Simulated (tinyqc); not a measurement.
Chemically amplified photoresist: aerial image, acid generation, bake, development and line width: one step, computed by the program tinyqc.

Lines and spaces of pitch p with a two-beam-like image; x = 0 is the middle of the bright space. The resist is positive and treated as uniform in depth.

Task: Acid image and its blur. Dose E(x) = E [1 + c cos(2 pi x/p)]; acid h = 1 - exp(-C E(x)). Bake: the acid image is blurred by a Gaussian of variance sigma^2 = 2 D t (each Fourier term k of h, taken on 64 points, is multiplied by exp(-4 pi^2 k^2 D t/p^2)). Cosine coefficients: h(x) = sum_k h_k cos(2 pi k x/p).

Inputs (values chosen for the exercise, for a model resist at 248 nm): pitch p = 270 nm; image contrast c = 0.57; mean dose E = 28.4 mJ/cm^2; Dill parameter C = 0.019 cm^2/mJ; acid diffusivity D = 5.3 nm^2/s; bake time t = 60 s.

Give: diffusion length sigma = sqrt(2 D t); h_0 to h_4 before the bake; h_0 to h_4 after the blur; blur factor of the first harmonic.

Result:

diffusion length sigma = sqrt(2 D t) = 25.22 nm

h_0 to h_4 before the bake: [0.4031, 0.1814, -0.0139, 0.0007, 0.0000]

h_0 to h_4 after the blur: [0.4031, 0.1527, -0.0070, 0.0002, 0.0000]

blur factor of the first harmonic = 0.8418

sigma/p = 0.093; the blur keeps 84 % of the modulation.
